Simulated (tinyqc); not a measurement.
Conductivity against oxygen pressure: defect equilibria of an oxide against oxygen pressure (mass action). Computed by tinyqc, a small Python program. Command: `OMP_NUM_THREADS=1 python tinyqc.py 3015285 3015286 out.jsonl brouwer walk`. One thread of a shared host (Intel(R) Xeon(R) Processor @ 2.30GHz), about 0.01 s of CPU time with the checks.

Defects: oxygen vacancies V (charge +2), electrons n, holes p, the ionic partner X = O_i'' (charge -2), and the dopant. Activities are taken equal to concentrations.

Inputs (values chosen for the exercise, for a model oxide):
```
quantity,value,unit
reduction enthalpy H_r,4.23,eV
prefactor K_r0,6.2e+70,cm^-9 atm^(1/2)
gap E_g,2.79,eV
prefactor N_c N_v,7.2e+40,cm^-6
disorder enthalpy H_s,4.45,eV
prefactor K_s0,2.4e+45,cm^-6
dopant density N_d,1.4e+17,cm^-3
temperature T,800,K
electron mobility mu_n,0.14,cm^2/(V s)
hole mobility mu_p,0.17,cm^2/(V s)
vacancy diffusion prefactor D_0,0.013,cm^2/s
vacancy migration energy E_m,1.1,eV
```

Ionic disorder: anion Frenkel. Dopant (singly charged, fully ionised): acceptor.

Constants: k_B = 8.617333262e-05 eV/K; e = 1.602176634e-19 C.

Method:
- K_r = K_r0 exp(-H_r/k_B T) = [V] n^2 P^(1/2); K_i = N_c N_v exp(-E_g/k_B T) = n p; K_s = K_s0 exp(-H_s/k_B T) = [X] [V].
- Neutrality: 2 [V] + p = n + 2 [X] + N_d. With n as the unknown, [V] = K_r/(n^2 P^(1/2)), p = K_i/n, [X] = K_s/[V]; the log ratio is ln(positive/negative).
- The root is found by 60 bisections in ln n between n = 1e-10 and 1e25 cm^-3.
- sigma_n = e n mu_n, sigma_p = e p mu_p, sigma_ion = 2 e [V] mu_V with mu_V = 2 e D/(k_B T) and D = D_0 exp(-E_m/k_B T); only the oxygen vacancies carry ionic current, and the ionic transport number is sigma_ion over the total.

K_r = 1.39497e+44 cm^-9 atm^(1/2)

K_i = 1.91032e+23 cm^-6

K_s = 2.22047e+17 cm^-6

Log10 of the conductivities in S/cm:
```
log10 P (atm),n-type,p-type,ionic,total,ionic transport number
-28,-0.1680,-15.765,-6.6653,-0.1680,3.1819e-07
-24,-0.8371,-15.096,-7.3271,-0.8371,3.2356e-07
-20,-1.5148,-14.418,-7.9716,-1.5148,3.4927e-07
-16,-2.2291,-13.704,-8.5431,-2.2291,4.8527e-07
-12,-3.0533,-12.880,-8.8946,-3.0533,1.4412e-06
-8,-4.0061,-11.927,-8.9889,-4.0061,1.0404e-05
-4,-5.0001,-10.933,-9.0010,-5.0001,9.9795e-05
0,-5.9995,-9.933,-9.0022,-5.9990,9.9268e-04
```

What does the comparison show, and why?

The ionic transport number stays at or below about 9.9e-4: no electrolytic window. The total has no minimum inside this range.

Extremes, crossings and ranges named in words are read from the listed rows.
